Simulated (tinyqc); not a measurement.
Changing the time step dt: finite-difference solution of the diffusion equation on a small grid. Computed by tinyqc, a small Python program. Command: `OMP_NUM_THREADS=1 python tinyqc.py 3021498 3021499 out.jsonl fdiff sweep`. One thread of a shared host (Intel(R) Xeon(R) Processor @ 2.30GHz), about 0.01 s of CPU time with the checks.

dC/dt = D d2C/dx2 on nodes x_j = j dx, j = 0..7; the far end is sealed.

Inputs (values chosen for the exercise): diffusivity D = 13 nm^2/s; grid spacing dx = 10 nm; final time t_f = 36 s.

Boundary at x = 0: sealed surface. Scheme: explicit.

start values C_j, j = 0, 1, ... (% of a reference): [31.8, 75.2, 100, 68.5, 11, 0.732, 0, 0]

Method:
- The operator M acts as (M C)_j = C_(j-1) - 2 C_j + C_(j+1); at the sealed far end a mirror node gives 2 C_(N-2) - 2 C_(N-1); at j = 0, a mirror node gives 2 C_1 - 2 C_0.
- r = D dt/dx^2.
- With r = D dt/dx^2: (1 - theta r M) C(new) = (1 + (1 - theta) r M) C(old); theta = 0 explicit, 1 implicit, 1/2 Crank-Nicolson.
- The run takes n = round(t_f/dt) steps of length t_f/n.
- The dose is the trapezoidal sum of C dx; the error is the largest difference from exp(M D t/dx^2) C(0), the exact time evolution on the same grid.

One run for each value:
```
time step dt (s),largest error at t_f (%),mesh ratio r,final C_4 (%),final dose (% nm)
0.140625,0.03466,0.01828,35.005,2713.32
0.281250,0.06949,0.03656,35.007,2713.32
0.562500,0.13966,0.07312,35.012,2713.32
1.125000,0.28192,0.14625,35.020,2713.32
2.250000,0.57316,0.29250,35.037,2713.32
```

What does the table show, and why?

Over the rows, largest error at t_f (%) rises from 0.0347 to 0.573 (exponent d ln y / d ln x about 1.0 throughout). The exponent of largest error at t_f stays between 1.00 and 1.02, near 1: first order in the step.

Extremes, crossings and ranges named in words are read from the listed rows.
